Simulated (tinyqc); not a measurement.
Three regimes over temperature: precursor delivery and alloy composition in metal-organic vapour-phase epitaxy. Computed by tinyqc, a small Python program. Command: `OMP_NUM_THREADS=1 python tinyqc.py 3006507 3006508 out.jsonl movpe walk`. One thread of a shared host (Intel(R) Xeon(R) Processor @ 2.30GHz), about 0.01 s of CPU time with the checks.

Carrier gas leaves each bubbler saturated. Group-III species cross a boundary layer and react at the surface; element 2 can also desorb. The film is (1)_(1-x) (2)_x V with a zinc-blende cell.

Inputs (values chosen for the exercise, close to those used for AlGaAs from TMAl and TMGa): source 1: a in log10(p/torr) = a - b/T = 8.22; source 1: b = 2134 K; source 1: bath temperature = 22 C; source 1: carrier flow = 22 sccm; source 2: a = 8.07; source 2: b = 1703 K; source 2: bath temperature = -1 C; source 2: carrier flow = 10 sccm; bubbler pressure p_b = 1000 torr; group-V hydride flow = 26 sccm; total flow = 20 slm; reactor pressure p = 75 torr; diffusivity D0 at 273.15 K and 760 torr = 0.44 cm^2/s; boundary layer delta = 0.87 cm; prefactor of the surface rate k_s = 1.7e+13 cm/s; energy of k_s = 1.95 eV; prefactor of the loss of element 2 = 1e+17 layers/s; energy of the loss = 3.6 eV; lattice constant a = 5.655 angstrom.

Constants: k_B = 1.380649e-23 J/K; k_B = 8.617333262e-05 eV/K.

Method:
- Temperatures in kelvin are T(C) + 273.15.
- Vapour pressure p_v = 10^(a - b/T); precursor flow = carrier flow x p_v/(p_b - p_v); 1 sccm = 44.615 micromol/min; V/III = hydride flow over the sum of both; gas share x_g = F2/(F1 + F2).
- Partial pressure p_i = p F_i/(44615 x total flow in slm); density n_i = p_i/(k_B T), 1 torr = 133.322 Pa; D = D0 (T/273.15)^1.75 (760/p), h = D/delta, the same for both; k_s = prefactor x exp(-energy/(k_B T)); arrival J_i = n_i/(1/h + 1/k_s); in layers per second g_i = J_i a^2/2 (two group-III sites per a^2 on (001)).
- Loss of element 2 is r x with r = prefactor x exp(-energy/(k_B T)). Then x = (g2 - r x)/(g1 + g2 - r x), or r x^2 - (g1 + g2 + r) x + g2 = 0, smaller root; growth rate G = g1/(1 - x) layers/s; one layer is a/2 thick, 1 angstrom/s = 0.36 um/h.

molar flows (micromol/min): F1 9.68154, F2 30.9782

gas share x_g = 0.761889

Growth:
```
T (C)       k_s/h  r (layers/s)        x  G (um/h)
450    1.5519e-02    8.1447e-09  0.76189    0.0320
500    1.0445e-01    3.4151e-07  0.76189    0.2080
550    5.5386e-01    9.0953e-06  0.76189    0.8216
600    2.4113e+00    1.6633e-04  0.76187    1.7028
650    8.9033e+00    2.2203e-03  0.76171    2.2566
700    2.8604e+01    2.2710e-02  0.76022    2.5075
750    8.1633e+01    1.8506e-01  0.74867    2.5395
800    2.1044e+02    1.2402e+00  0.66079    1.9647
850    4.9682e+02    7.0169e+00  0.27336    0.9516
```

What does the comparison show, and why?

G peaks at 750 C among these rows. Between the first rows the apparent energy is 1.80 eV, against 1.95 eV for k_s, which controls there; k_s passes h between 550 and 600 C, well above which G depends weakly on T until desorption sets in. Among these rows x stays within 2 % of x_g up to 750 C and then falls, to 0.27 in the last row, as element 2 desorbs. Caution: trimethylaluminium is largely a dimer in the vapour, which would double its metal flow; it is counted as a monomer here. Caution: in these rows, too, a is fixed and both precursors share one D and k_s.

Extremes, crossings and ranges named in words are read from the listed rows.
